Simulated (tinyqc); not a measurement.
Inside a calculation. Method: CCSD on RHF in the sto-3g basis, for H3+, spin multiplicity 1. One step of it, computed by the program tinyqc.

Problem. Iteration 1: diagonalisation and new density. Diagonalise F' = X^T F X, C = X C', fill 1 alpha and 1 beta electrons from the bottom; D = 2 C_occ C_occ^T. Each column has its largest component positive (the first on a tie).

Fock matrix F (hartree):
```
,1H 1s,2H 1s,3H 1s
1H 1s,-0.672020,-0.603545,-0.531257
2H 1s,-0.603545,-0.582367,-0.375591
3H 1s,-0.531257,-0.375591,-0.559966
```

X:
```
,1H 1s,2H 1s,3H 1s
1H 1s,1.136034,-0.236195,-0.193102
2H 1s,-0.236195,1.090870,-0.067983
3H 1s,-0.193102,-0.067983,1.067506
```

Give: F' = X^T F X; orbital energies; coefficients C; D after iteration 1.

Solution.

F' = X^T F X (hartree):
```
,1,2,3
1,-0.398,-0.369,-0.302
2,-0.369,-0.383,-0.142
3,-0.302,-0.142,-0.408
```

orbital energies (hartree): MO1 -0.947, MO2 -0.261, MO3 0.019

coefficients C:
```
,MO1,MO2,MO3
1H 1s,0.513,-0.123,1.051
2H 1s,0.417,-0.693,-0.772
3H 1s,0.382,0.902,-0.471
```

D after iteration 1:
```
,1H 1s,2H 1s,3H 1s
1H 1s,0.527,0.428,0.393
2H 1s,0.428,0.349,0.319
3H 1s,0.393,0.319,0.293
```
